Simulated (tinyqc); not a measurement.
## Length offset and series resistance from crossing lines

Question. R_total = Rs + k (L - dL)/Vo with constant Rs, dL and k. Find k, dL and Rs.

R_total at (L, Vo) = (60, 0.35), (120, 0.35), (60, 0.96) and (120, 0.96), L in nm and Vo in V (ohm um): [711.25714, 1259.8286, 469, 669]

Solution. At each overdrive R is a straight line in L with slope k/Vo; the two lines cross at L = dL, R = Rs.

k = 3.200 ohm um V/nm
dL = 18.30 nm
Rs = 330.0 ohm um

Program tinyqc, `OMP_NUM_THREADS=1 python tinyqc.py 2282066 2282067 out.jsonl`; Intel Xeon 2.30GHz, shared host, one thread, about 0.03 s.
